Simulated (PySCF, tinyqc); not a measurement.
Inside a calculation. Method: FCI on RHF in the sto-3g basis, frozen core, for BeH+, spin multiplicity 1. The lowest restricted solution is unstable here: a spin-polarised one lies 0.0090 hartree lower (PySCF). One step of it, computed by the program tinyqc.

Problem. Integrals over molecular orbitals. (pq|rs) = sum C_ip C_jq C_kr C_ls (ij|kl), one index at a time.

coefficients C:
```
               MO1        MO2        MO3        MO4       MO5        MO6
1Be 1s    0.993013  -0.201462  -0.198503   0.000000  0.000000   0.098008
1Be 2s    0.025995   0.668959   0.731520   0.000000  0.000000  -0.439694
1Be 2px   0.000000   0.000000   0.000000   0.842769  0.538276   0.000000
1Be 2py   0.000000   0.000000   0.000000  -0.538276  0.842769   0.000000
1Be 2pz  -0.001997   0.251580  -0.577897   0.000000  0.000000  -0.874295
2H 1s    -0.002799   0.499629  -0.397866   0.000000  0.000000   0.922896
```

core Hamiltonian H = T + V (hartree):
```
            1Be 1s     1Be 2s    1Be 2px    1Be 2py    1Be 2pz      2H 1s
1Be 1s   -8.152388  -2.006291   0.000000   0.000000  -0.009393  -0.175822
1Be 2s   -2.006291  -2.383428   0.000000   0.000000  -0.094796  -0.613031
1Be 2px   0.000000   0.000000  -1.893488   0.000000   0.000000   0.000000
1Be 2py   0.000000   0.000000   0.000000  -1.893488   0.000000   0.000000
1Be 2pz  -0.009393  -0.094796   0.000000   0.000000  -1.958739  -0.734406
2H 1s    -0.175822  -0.613031   0.000000   0.000000  -0.734406  -1.606766
```

Two-electron integrals (ij|kl) in chemists' order, unique and non-zero (hartree):
```
(11|11) 2.298831   (21|11) 0.392036   (21|21) 0.079539   (22|11) 0.570988
(22|21) 0.143041   (22|22) 0.417683   (31|31) 0.014607   (32|31) 0.021888
(32|32) 0.092265   (33|11) 0.569578   (33|21) 0.143083   (33|22) 0.417589
(33|33) 0.449859   (41|41) 0.014607   (42|41) 0.021888   (42|42) 0.092265
(43|43) 0.024249   (44|11) 0.569578   (44|21) 0.143083   (44|22) 0.417589
(44|33) 0.401360   (44|44) 0.449859   (51|51) 0.014607   (52|51) 0.021888
(52|52) 0.092265   (53|53) 0.024249   (54|54) 0.024249   (55|11) 0.569578
(55|21) 0.143083   (55|22) 0.417589   (55|33) 0.401360   (55|44) 0.401360
(55|55) 0.449859   (61|11) 0.033241   (61|21) 0.006743   (61|22) 0.012245
(61|33) 0.012166   (61|44) 0.012166   (61|51) 0.000612   (61|52) 0.001154
(61|55) 0.012407   (61|61) 0.000600   (62|11) 0.110712   (62|21) 0.028302
(62|22) 0.094332   (62|33) 0.090441   (62|44) 0.090441   (62|51) 0.003614
(62|52) 0.025062   (62|55) 0.102017   (62|61) 0.002659   (62|62) 0.036908
(63|31) 0.002153   (63|32) 0.011027   (63|53) 0.003970   (63|63) 0.002703
(64|41) 0.002153   (64|42) 0.011027   (64|54) 0.003970   (64|64) 0.002703
(65|11) 0.131430   (65|21) 0.033911   (65|22) 0.117748   (65|33) 0.110995
(65|44) 0.110995   (65|51) 0.005678   (65|52) 0.038336   (65|55) 0.131124
(65|61) 0.003278   (65|62) 0.051425   (65|65) 0.072867   (66|11) 0.284988
(66|21) 0.073912   (66|22) 0.276597   (66|33) 0.258529   (66|44) 0.258529
(66|51) 0.009261   (66|52) 0.087287   (66|55) 0.312334   (66|61) 0.006984
(66|62) 0.147514   (66|65) 0.215021   (66|66) 0.774606
```

Give: one-electron integrals over orbitals h = C^T H C; Two-electron integrals over orbitals.

Solution.

one-electron integrals over orbitals h = C^T H C (hartree):
```
        1       2       3       4       5       6
1  -8.143   0.175   0.193   0.000   0.000  -0.061
2   0.175  -1.972  -0.080   0.000   0.000   0.237
3   0.193  -0.080  -1.853   0.000   0.000  -0.104
4   0.000   0.000   0.000  -1.893   0.000   0.000
5   0.000   0.000   0.000   0.000  -1.893   0.000
6  -0.061   0.237  -0.104   0.000   0.000  -1.652
```

Two-electron integrals over orbitals (pq|rs), unique and non-zero (hartree); the lowest 1 orbital is frozen and left out:
```
(22|22) 0.450    (32|22) -0.065   (32|32) 0.066    (33|22) 0.328
(33|32) 0.031    (33|33) 0.422    (42|42) 0.046    (43|42) 0.035
(43|43) 0.048    (44|22) 0.347    (44|32) 0.043    (44|33) 0.380
(44|44) 0.450    (52|52) 0.046    (53|52) 0.035    (53|53) 0.048
(54|54) 0.024    (55|22) 0.347    (55|32) 0.043    (55|33) 0.380
(55|44) 0.401    (55|55) 0.450    (62|22) 0.017    (62|32) -0.057
(62|33) -0.006   (62|44) -0.070   (62|55) -0.070   (62|62) 0.116
(63|22) -0.057   (63|32) 0.063    (63|33) 0.049    (63|44) 0.039
(63|55) 0.039    (63|62) -0.062   (63|63) 0.080    (64|42) -0.025
(64|43) -0.007   (64|64) 0.022    (65|52) -0.025   (65|53) -0.007
(65|65) 0.022    (66|22) 0.457    (66|32) -0.069   (66|33) 0.357
(66|44) 0.351    (66|55) 0.351    (66|62) 0.043    (66|63) -0.060
(66|66) 0.493
```
